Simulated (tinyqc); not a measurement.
Two-band k.p model of the Delta valleys near the X point under shear strain: one step. The Hamiltonian at one k. Three cases, with inputs chosen for the exercise.

Problem. Fill in the 2 x 2 matrix (sigma_z diagonal) and give its levels.

Valley pair on the [001] axis, kz counted from the X point, c = hbar^2/2m0, k0 = kx0 2 pi/a. H = (c kz^2/ml + c (kx^2 + ky^2)/mt + c k0^2/ml) 1 + (2 c k0 kz/ml) sigma_z + (D exy - 2 c kx ky/Mp) sigma_x, so E = c kz^2/ml + c (kx^2 + ky^2)/mt + c k0^2/ml -/+ sqrt((2 c k0 kz/ml)^2 + (D exy - 2 c kx ky/Mp)^2). Without strain the lower band has its minima, E = 0, at kz = +/- k0. Shifts from diagonal strain are left out.

Constants: hbar^2/2m0 = 3.80998211 eV angstrom^2.

Give: H(k); levels.

Case 1.

Values chosen (near those of Si; the results hold for these values, not for the real material): a = 5.446 angstrom (lattice constant); ml = 0.914 m0 (longitudinal mass); mt = 0.194 m0 (transverse mass); kx0 = 0.143 2 pi/a (distance of the minimum from X); D = 13.2 eV (shear deformation potential); Mp = 0.237 m0 (coupling mass); exy = 0.007 (shear strain); k = (0.063, 0.011, 0.039) 1/angstrom (wave vector from X).

Solution.

H(k) (eV):
```
        1       2
1  0.2538  0.0701
2  0.0701  0.1465
```

levels (eV): 0.1118  0.2884

Case 2.

Values chosen (near those of Si; the results hold for these values, not for the real material): a = 5.444 angstrom (lattice constant); ml = 0.895 m0 (longitudinal mass); mt = 0.195 m0 (transverse mass); kx0 = 0.149 2 pi/a (distance of the minimum from X); D = 15.3 eV (shear deformation potential); Mp = 0.245 m0 (coupling mass); exy = 0.0087 (shear strain); k = (0.071, 0.078, 0.061) 1/angstrom (wave vector from X).

Solution.

H(k) (eV):
```
         1        2
1   0.4484  -0.0391
2  -0.0391   0.2698
```

levels (eV): 0.2616  0.4566

Case 3.

Values chosen (near those of Si; the results hold for these values, not for the real material): a = 5.447 angstrom (lattice constant); ml = 0.915 m0 (longitudinal mass); mt = 0.195 m0 (transverse mass); kx0 = 0.155 2 pi/a (distance of the minimum from X); D = 14.3 eV (shear deformation potential); Mp = 0.232 m0 (coupling mass); exy = -0.016 (shear strain); k = (0.026, 0.037, 0.156) 1/angstrom (wave vector from X).

Solution.

H(k) (eV):
```
         1        2
1   0.5067  -0.2604
2  -0.2604   0.0421
```

levels (eV): -0.0745  0.6233

Computed by tinyqc, one run a case: `OMP_NUM_THREADS=1 python tinyqc.py N N+1 out.jsonl` with N = 1080845, 1081192, 1081290; one thread of a shared Intel(R) Xeon(R) Processor @ 2.30GHz, about 0.01 s a run at most.
